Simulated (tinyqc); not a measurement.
Kinetic Monte Carlo and master equation for a particle on a ring of sites with traps and bias: one step, computed by the program tinyqc. Command: `OMP_NUM_THREADS=1 python tinyqc.py 3025337 3025338 out.jsonl kmc walk`. One thread of a shared host (Intel(R) Xeon(R) Processor @ 2.30GHz), about 0.06 s of CPU time with the checks.

8 sites on a ring, numbered 1 to 8. The saddle between i and i+1 lies at E0 + s b_i and site i at s eps_i; a force F tilts the landscape, with the saddle half-way.

Question. Rate table. Rates: k(i to i+1) = nu exp(-(E0 + s b_i - s eps_i - F a/2)/(k_B T)), k(i to i-1) = nu exp(-(E0 + s b_(i-1) - s eps_i + F a/2)/(k_B T)). Share right = k right/(k right + k left); mean stay = 1/(k right + k left).

Inputs (values chosen for the exercise, for a model defect):

| quantity | value | unit |
|---|---|---|
| reference barrier E0 | 0.73 | eV |
| scale factor s of the disorder | 1 | - |
| attempt frequency nu | 1.6 | THz |
| temperature T | 770 | K |
| site spacing a | 2.4 | angstrom |
| force F along the ring | 0.0022 | eV/angstrom |

Disorder: both.

site energies eps_i (eV): -0.13  -0.19  -0.16  0  -0.11  0  -0.11  0

saddle shifts b_i between sites i and i+1 (eV): 0.0086  -0.037  0.00097  0.038  -0.015  0.0041  -0.097  0.073

Constants: k_B = 8.617333262e-05 eV/K.

Give: Rates, shares of right hops and mean stays.

Answer.

Rates, shares of right hops and mean stays:

| site | k right (1/s) | k left (1/s) | share right | mean stay (s) |
|---|---|---|---|---|
| 1 | 3.438e+06 | 1.203e+06 | 0.7408 | 2.155e-07 |
| 2 | 2.767e+06 | 1.285e+06 | 0.6828 | 2.468e-07 |
| 3 | 2.454e+06 | 4.016e+06 | 0.3793 | 1.546e-07 |
| 4 | 1.566e+07 | 2.527e+07 | 0.3826 | 2.444e-08 |
| 5 | 6.632e+06 | 2.755e+06 | 0.7065 | 1.065e-07 |
| 6 | 2.610e+07 | 3.214e+07 | 0.4481 | 1.717e-08 |
| 7 | 2.282e+07 | 4.593e+06 | 0.8325 | 3.648e-08 |
| 8 | 9.239e+06 | 1.106e+08 | 0.0771 | 8.345e-09 |

The particle stays longest on site 2, 29.6 times as long as on the quickest site.
